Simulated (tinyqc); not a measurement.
## Ferroelectric switching by domains, regions with a spread of times with Merz's law: effect of the film thickness

A film poled to -Ps gets a pulse V of length t. Field E = V/d, characteristic time tau = t0 exp(Ea/E). The film consists of seven classes of regions, z = -3..3, with weights w_z proportional to exp(-z^2/2) and summing to one, and times tau_z = tau 10^(wd z); the switched share is f = sum w_z [1 - exp(-(t/tau_z)^m)]. P = Ps (2 f - 1).

t10, t50 and t90 are the pulse lengths for f = 0.1, 0.5 and 0.9; f is taken at tp.

Inputs (values chosen for the exercise):

| symbol | value | unit | meaning |
|---|---|---|---|
| t0 | 2.4 | ns | time prefactor |
| Ea | 7900 | kV/cm | activation field |
| m | 1 |  | Avrami exponent |
| V | 0.69 | V | pulse voltage |
| wd | 1 | decades | spread of switching times |
| tp | 670 | ns | pulse length |

Effect of the film thickness:

| d (nm) | tau (ns) | t10 (ns) | t50 (ns) | t90 (ns) | f at tp |
|---|---|---|---|---|---|
| 2.5 | 42.00 | 0.7952 | 26.17 | 666.2 | 0.9005 |
| 3.1 | 83.49 | 1.581 | 52.02 | 1324 | 0.8371 |
| 4 | 234.0 | 4.429 | 145.8 | 3711 | 0.7386 |
| 5 | 735.2 | 13.92 | 458.1 | 1.166e4 | 0.5607 |
| 6.3 | 3257 | 61.65 | 2029 | 5.166e4 | 0.3488 |
| 7.9 | 2.034e4 | 385.1 | 1.267e4 | 3.226e5 | 0.1381 |
| 10 | 2.252e5 | 4263 | 1.403e5 | 3.572e6 | 0.02646 |

What does the table show?

As d goes from 2.5 to 10 nm, t50 rises from 26.2 to 1.40e5 ns and f at tp falls from 0.900 to 0.0265; t90/t10 stays at 838, since only tau changes.

Numbers from tinyqc (`OMP_NUM_THREADS=1 python tinyqc.py 2860043 2860044 out.jsonl`; about 0.01 s on one thread of a shared Intel Xeon 2.30GHz).
